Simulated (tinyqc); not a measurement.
Band offset from the macroscopic average of a supercell potential: one step. The potential line-up.

Values chosen for the exercise (out of a larger set: gaps near those of GaAs and AlAs; not measured data): h = 0.3 angstrom (grid step).

macroscopic average (eV): -8.87278  -9.31651  -9.70459  -10.06601  -10.38423  -10.61857  -10.73689  -10.78513  -10.81130  -10.81869  -10.81990  -10.82000  -10.82000  -10.82000  -10.82000  -10.82000  -10.82000  -10.82000  -10.81999  -10.81996  -10.81989  -10.81951  -10.81653  -10.79761  -10.72183  -10.53683  -10.23095  -9.83998  -9.40157  -8.93013  -8.43500  -7.93987  -7.46843  -7.03002  -6.63905  -6.33317  -6.14817  -6.07239  -6.05347  -6.05049  -6.05011  -6.05004  -6.05001  -6.05000  -6.05000  -6.05000  -6.05000  -6.05000  -6.05000  -6.05000  -6.05000  -6.05000  -6.05000  -6.05001  -6.05004  -6.05006  -6.05024  -6.05337  -6.07726  -6.19719  -6.46114  -6.84318  -7.30692  -7.81709  -8.35508

Task: Read the macroscopic average in the middle of each region, j = 15 and j = 47, and its slope in A by a central difference over two points each way.

Give: plateau in A; plateau in B; dV = B - A; slope in A.

Result:

plateau in A = -10.820 eV
plateau in B = -6.050 eV
dV = B - A = 4.770 eV
slope in A = 0.000 eV/angstrom

The plateaus are flat, so the line-up is well defined.

Run: tinyqc, `OMP_NUM_THREADS=1 python tinyqc.py 1851205 1851206 out.jsonl`; Intel(R) Xeon(R) Processor @ 2.30GHz, one thread, shared host; about 0.01 s of CPU time with all checks.
